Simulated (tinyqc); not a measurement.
# p-type polysilicon, carrier trapping at grain boundaries: what changes with what

One-dimensional grains of size Lg, uniform ionised doping N, monovalent traps Qt at each boundary at a depth Et below (for electrons) or above (for holes) the band edge there, abrupt depletion of width W on each side of a boundary, Boltzmann statistics. xi is the distance from the band edge at the grain centre to the Fermi level. Trapped charge Qt/(1 + exp((xi + VB - Et)/Vt)) = 2 N W, barrier VB = q N W^2/(2 eps0 eps_r).

Values chosen for this exercise; values of the order met in polycrystalline silicon: temperature T = 350 K; relative permittivity eps_r = 11.7; valence-band density of states at T NB = 3.34e19 cm^-3; grain size Lg = 80 nm; trap density of a grain boundary Qt = 7.4e11 cm^-2; depth of the trap level from the majority band edge at the boundary Et = 0.41 eV; mass for thermionic emission ms = 0.48 m0; correction factor of the emission rate fe = 1; mobility inside the grains mug = 150 cm^2/(V s); doping N = 5.3e17 cm^-3.

Constants: q = 1.602176634e-19 C, kB = 1.380649e-23 J/K, m0 = 9.1093837015e-31 kg, Vt = kB T/q, eps0 = 8.8541878128e-14 F/cm where lengths are in cm. Results are converted to the units shown.

Each table varies one quantity; the others keep the values above.

## Effect of the doping

If the trap equation with xi = Vt ln(NB/N) has a root W < Lg/2, the grain is partly depleted; otherwise W = Lg/2 and the trap equation gives xi = Et - VB + Vt ln(Qt/(N Lg) - 1). N* = Qt/Lg. n0 = NB exp(-xi/Vt); mean density n0 (1 - 2 W/Lg) by charge balance in a partly depleted grain, and n0 (sqrt(pi)/2) erf(u)/u with u = sqrt(VB/Vt) in a fully depleted one; v = sqrt(kB T/(2 pi ms m0)); barrier resistivity Vt exp(VB/Vt)/(q fe n0 v Lg); grain resistivity (1 - 2 W/Lg)/(q n0 mug); effective mobility 1/(q mean density total resistivity). Rows with xi above 0.45 V, towards mid-gap, are left out, since the other carrier type is ignored.

Result of one run:

| N (cm^-3) | N/N* | depleted share 2 W/Lg | VB (V) | xi (V) | mean density (cm^-3) | resistivity (ohm cm) | effective mobility (cm^2/(V s)) |
|---|---|---|---|---|---|---|---|
| 9e16 | 0.9730 | 1.000 | 0.1114 | 0.1906 | 2.759e16 | 3.739 | 60.50 |

What becomes of these results when the doping N is changed from 9e16 to 2e16 cm^-3, all else the same?

Result of the changed run:

| N (cm^-3) | N/N* | depleted share 2 W/Lg | VB (V) | xi (V) | mean density (cm^-3) | resistivity (ohm cm) | effective mobility (cm^2/(V s)) |
|---|---|---|---|---|---|---|---|
| 2e16 | 0.2162 | 1.000 | 0.02475 | 0.4241 | 2.044e13 | 487.9 | 625.8 |

The whole series:

| N (cm^-3) | N/N* | depleted share 2 W/Lg | VB (V) | xi (V) | mean density (cm^-3) | resistivity (ohm cm) | effective mobility (cm^2/(V s)) |
|---|---|---|---|---|---|---|---|
| 2e16 | 0.2162 | 1.000 | 0.02475 | 0.4241 | 2.044e13 | 487.9 | 625.8 |
| 4.3e16 | 0.4649 | 1.000 | 0.05320 | 0.3610 | 1.325e14 | 154.9 | 304.0 |
| 9e16 | 0.9730 | 1.000 | 0.1114 | 0.1906 | 2.759e16 | 3.739 | 60.50 |
| 1.9e17 | 2.054 | 0.4862 | 0.05556 | 0.1559 | 9.763e16 | 0.2989 | 213.9 |
| 4e17 | 4.324 | 0.2312 | 0.02645 | 0.1335 | 3.075e17 | 0.1137 | 178.5 |
| 8.4e17 | 9.081 | 0.1101 | 0.01260 | 0.1111 | 7.475e17 | 0.05422 | 154.0 |
| 1.8e18 | 19.46 | 0.05139 | 0.005881 | 0.08809 | 1.708e18 | 0.02572 | 142.1 |
| 3.7e18 | 40.00 | 0.02500 | 0.002861 | 0.06636 | 3.608e18 | 0.01263 | 137.0 |

As N goes from 2e16 to 3.7e18, VB goes from 0.0247 through a maximum of 0.111 (at N = 9e16 among the rows listed) to 0.00286 V, the resistivity falls from 488 to 0.0126 ohm cm and the effective mobility moves up and down between 60.5 and 626 cm^2/(V s). The steepest fall of the resistivity among the rows, as N^(-5.0), lies between N = 4.3e16 and 9e16 cm^-3; N* = 9.25e16 cm^-3. While the grain is fully depleted VB grows as N; once the traps are full it falls as 1/N. For N = 3.7e18 xi is under 2.5 Vt, where Boltzmann statistics begin to fail. For N = 2e16, 4e17, 8.4e17, 1.8e18, 3.7e18 VB is below Vt, where abrupt depletion and thermionic emission are rough. For N = 9e16 the grain is near the changeover between partial and full depletion, within a few Debye lengths, where both limits are rough. For N = 2e16, 4.3e16, 1.9e17, 4e17, 8.4e17 the effective mobility exceeds mug, since drift through the depleted part of the grain is left out.

## Effect of the trap density of a grain boundary

Same model as above.

N* = Qt/Lg.

The same in every row: xi (V) = 0.1250.

Results:

| Qt (cm^-2) | N/N* | depleted share 2 W/Lg | VB (V) | mean density (cm^-3) | resistivity (ohm cm) | effective mobility (cm^2/(V s)) |
|---|---|---|---|---|---|---|
| 2e11 | 21.20 | 0.04717 | 0.001459 | 5.050e17 | 0.08592 | 143.9 |
| 3.4e11 | 12.47 | 0.08018 | 0.004216 | 4.875e17 | 0.08439 | 151.7 |
| 9.7e11 | 4.371 | 0.2287 | 0.03430 | 4.088e17 | 0.09357 | 163.2 |
| 1.6e12 | 2.650 | 0.3767 | 0.09306 | 3.303e17 | 0.2805 | 67.35 |
| 2.8e12 | 1.514 | 0.5840 | 0.2237 | 2.205e17 | 17.63 | 1.606 |
| 4.7e12 | 0.9021 | 0.6473 | 0.2748 | 1.869e17 | 95.90 | 0.3482 |
| 8e12 | 0.5300 | 0.6791 | 0.3024 | 1.701e17 | 239.4 | 0.1533 |

Estimate the missing row, Qt = 5.7e11 cm^-2.

Computed row:

| Qt (cm^-2) | N/N* | depleted share 2 W/Lg | VB (V) | mean density (cm^-3) | resistivity (ohm cm) | effective mobility (cm^2/(V s)) |
|---|---|---|---|---|---|---|
| 5.7e11 | 7.439 | 0.1344 | 0.01185 | 4.588e17 | 0.08364 | 162.7 |

With this row back in the table: As Qt goes from 2e11 to 8e12, VB rises from 0.00146 to 0.302 V, the resistivity goes from 0.0859 through a minimum of 0.0836 (at Qt = 5.7e11 among the rows listed) to 239 ohm cm and the effective mobility goes from 144 through a maximum of 163 (at Qt = 9.7e11 among the rows listed) to 0.153 cm^2/(V s). For Qt = 2e11, 3.4e11, 5.7e11 VB is below Vt, where abrupt depletion and thermionic emission are rough. For Qt = 3.4e11, 5.7e11, 9.7e11 the effective mobility exceeds mug, since drift through the depleted part of the grain is left out.

tinyqc, about 0.01 s, one thread, Intel Xeon 2.30GHz (shared host): `OMP_NUM_THREADS=1 python tinyqc.py 2830184 2830185 out.jsonl`
